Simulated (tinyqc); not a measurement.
Bias-temperature instability from a Gaussian distribution of capture and emission barriers: one step, computed by the program tinyqc. Command: `OMP_NUM_THREADS=1 python tinyqc.py 3025598 3025599 out.jsonl bti walk`. One thread of a shared host (Intel(R) Xeon(R) Processor @ 2.30GHz), about 0.01 s of CPU time with the checks.

Each trap has a capture time tau_0 exp(E_c/(k_B T)) under stress and an emission time tau_0 exp(E_e/(k_B T)) after it. E_c is Gaussian, and E_e = E_c + d with d Gaussian and independent. A trap counts as filled once t_s exceeds its capture time and as emptied once t_r exceeds its emission time.

Question. Stress. Demarcation energies E_s = k_B T ln(t_s/tau_0), E_r = k_B T ln(t_r/tau_0); mean barrier mu = mu_c - k_F F; z = (E_s - mu)/sigma_c; Phi is the standard normal distribution. Temperatures in kelvin are T(C) + 273.15. Shift without recovery dV0 = V_max Phi(z); local time exponent n = d ln dV0/d ln t_s = (k_B T/sigma_c) exp(-z^2/2)/(sqrt(2 pi) Phi(z)); apparent activation energy n E_s.

Inputs (values chosen for the exercise, for a model p-channel transistor):

| quantity | value | unit |
|---|---|---|
| shift with all traps filled V_max | 62 | mV |
| mean capture barrier at zero field mu_c | 1.64 | eV |
| spread of capture barriers sigma_c | 0.29 | eV |
| lowering of mu_c per field k_F | 0.05 | eV/(MV/cm) |
| oxide field F | 7.2 | MV/cm |
| time constant tau_0 | 1e-09 | s |
| temperature T | 25 | C |
| stress time t_s | 10000 | s |

Constants: k_B = 8.617333262e-05 eV/K.

Give: E_s; mean barrier mu; z; shift without recovery dV0; time exponent n; apparent activation energy.

Answer.

E_s = 0.7691 eV

mean barrier mu = 1.28 eV

z = -1.762

shift without recovery dV0 = 2.421 mV

time exponent n = 0.1917

apparent activation energy = 0.1474 eV

The stress has filled 3.9 % of the traps. The apparent energy 0.147 eV is only the share n of the barriers near 0.77 eV that are being crossed.
